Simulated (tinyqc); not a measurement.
# Screening length from the swing

Inverse problem. In a simple model of a Schottky-barrier transistor a barrier thinner than d = 4.4 nm is transparent, so the effective barrier is pn - psi (1 - exp(-d/lam)) and the swing beyond flat band is Vt ln 10/(1 - exp(-d/lam)). Find the thermionic swing, lam, and the effective barrier at psi = 0.2 V.

Parameters, values chosen for the exercise: temperature T = 350 K; barrier for electrons at both contacts pn = 0.5 eV.

Constants: q = 1.602176634e-19 C, kB = 1.380649e-23 J/K, Vt = kB T/q. Results are converted to the units shown.

swing in the tunnelling range = 98.447722 mV/decade

Solution. The ratio of the two swings is 1 - exp(-d/lam).

Vt ln 10 = 69.45 mV/decade
lam = 3.600 nm
effective barrier = 0.3589 eV

Program tinyqc, `OMP_NUM_THREADS=1 python tinyqc.py 2390065 2390066 out.jsonl`; Intel Xeon 2.30GHz, shared host, one thread, about 0.3 s.
